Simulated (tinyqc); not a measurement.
Deep level with several charge states, and Shockley-Read-Hall recombination: one step. Charge states at a trial Fermi level. Five cases, with inputs chosen for the exercise.

Problem. Form the exponents, the shares, the mean charge and the residual of neutrality at EF = E_try.

Energies from Ev. The defect has charge states +1, 0, -1 with weights 1, gm exp((EF - E1)/kT), exp((2 EF - E1 - E2)/kT); the shares are the weights over their sum. Boltzmann carriers: n = Nc exp((EF - Eg)/kT), p = Nv exp(-EF/kT). Neutrality: p - n + Nd + Nt <q> = 0.

Constants: kB = 8.617333262e-05 eV/K.

Give: exponents of the second and third weights; shares; <q>; n, p; residual.

Case 1.

Values chosen (gap and densities of states near those of Si at this temperature; shifted at random, so the results belong to these values and not to a real crystal):
- Eg = 1.126 eV (gap)
- Nc = 2.74e+19 1/cm^3 (conduction-band density of states)
- Nv = 1.13e+19 1/cm^3 (valence-band density of states)
- T = 300 K
- E1 = 0.613 eV (level (+1/0) above Ev)
- E2 = 0.535 eV (level (0/-1) above Ev)
- gm = 2 (degeneracy of the middle state, the others 1)
- Nt = 1.3e+15 1/cm^3 (defects)
- Nd = 1.6e+16 1/cm^3 (ionised shallow donors minus acceptors)
- E_try = 0.576 eV (trial Fermi level)

Solution.

exponents of the second and third weights: [-1.431, 0.155]

shares: +1 0.3780, 0 0.1807, -1 0.4413

<q> = -0.0633

n, p (1/cm^3): [1.58e+10, 2.38e+09]

residual = 1.59e+16 1/cm^3

The residual is positive, so EF must rise.

Case 2.

Values chosen (gap and densities of states near those of SiC at this temperature; shifted at random, so the results belong to these values and not to a real crystal):
- Eg = 3.239 eV (gap)
- Nc = 1.78e+19 1/cm^3 (conduction-band density of states)
- Nv = 3.26e+19 1/cm^3 (valence-band density of states)
- T = 300 K
- E1 = 1.13 eV (level (+1/0) above Ev)
- E2 = 1.933 eV (level (0/-1) above Ev)
- gm = 2 (degeneracy of the middle state, the others 1)
- Nt = 1.2e+14 1/cm^3 (defects)
- Nd = 1.6e+15 1/cm^3 (ionised shallow donors minus acceptors)
- E_try = 1.123 eV (trial Fermi level)

Solution.

exponents of the second and third weights: [-0.271, -31.603]

shares: +1 0.3959, 0 0.6041, -1 0.0000

<q> = 0.3959

n, p (1/cm^3): [5.05e-17, 4.44]

residual = 1.65e+15 1/cm^3

The residual is positive, so EF must rise.

Case 3.

Values chosen (gap and densities of states near those of Si at this temperature; shifted at random, so the results belong to these values and not to a real crystal):
- Eg = 1.134 eV (gap)
- Nc = 2.77e+19 1/cm^3 (conduction-band density of states)
- Nv = 1.11e+19 1/cm^3 (valence-band density of states)
- T = 300 K
- E1 = 0.612 eV (level (+1/0) above Ev)
- E2 = 0.491 eV (level (0/-1) above Ev)
- gm = 2 (degeneracy of the middle state, the others 1)
- Nt = 1.7e+14 1/cm^3 (defects)
- Nd = -5.1e+14 1/cm^3 (ionised shallow donors minus acceptors)
- E_try = 0.519 eV (trial Fermi level)

Solution.

exponents of the second and third weights: [-3.597, -2.514]

shares: +1 0.8805, 0 0.0482, -1 0.0712

<q> = 0.8093

n, p (1/cm^3): [1.29e+09, 2.12e+10]

residual = -3.72e+14 1/cm^3

The residual is negative, so EF must fall.

Case 4.

Values chosen (gap and densities of states near those of Si at this temperature; shifted at random, so the results belong to these values and not to a real crystal):
- Eg = 1.145 eV (gap)
- Nc = 2.13e+19 1/cm^3 (conduction-band density of states)
- Nv = 8.41e+18 1/cm^3 (valence-band density of states)
- T = 250 K
- E1 = 0.857 eV (level (+1/0) above Ev)
- E2 = 0.782 eV (level (0/-1) above Ev)
- gm = 2 (degeneracy of the middle state, the others 1)
- Nt = 8.5e+15 1/cm^3 (defects)
- Nd = 3.3e+15 1/cm^3 (ionised shallow donors minus acceptors)
- E_try = 0.512 eV (trial Fermi level)

Solution.

exponents of the second and third weights: [-16.014, -28.547]

shares: +1 1.0000, 0 0.0000, -1 0.0000

<q> = 1.0000

n, p (1/cm^3): [3.70e+06, 4.01e+08]

residual = 1.18e+16 1/cm^3

The residual is positive, so EF must rise.

Case 5.

Values chosen (gap and densities of states near those of GaAs at this temperature; shifted at random, so the results belong to these values and not to a real crystal):
- Eg = 1.356 eV (gap)
- Nc = 7.98e+17 1/cm^3 (conduction-band density of states)
- Nv = 1.73e+19 1/cm^3 (valence-band density of states)
- T = 450 K
- E1 = 0.583 eV (level (+1/0) above Ev)
- E2 = 1.047 eV (level (0/-1) above Ev)
- gm = 2 (degeneracy of the middle state, the others 1)
- Nt = 1.2e+15 1/cm^3 (defects)
- Nd = 9.7e+14 1/cm^3 (ionised shallow donors minus acceptors)
- E_try = 0.223 eV (trial Fermi level)

Solution.

exponents of the second and third weights: [-9.284, -30.533]

shares: +1 0.9998, 0 0.0002, -1 0.0000

<q> = 0.9998

n, p (1/cm^3): [1.63e+05, 5.50e+16]

residual = 5.72e+16 1/cm^3

The residual is positive, so EF must rise.

Computed by tinyqc, one run a case: `OMP_NUM_THREADS=1 python tinyqc.py N N+1 out.jsonl` with N = 1650203, 1650212, 1650341, 1650701, 1650703; one thread of a shared Intel(R) Xeon(R) Processor @ 2.30GHz, about 0.01 s a run at most.
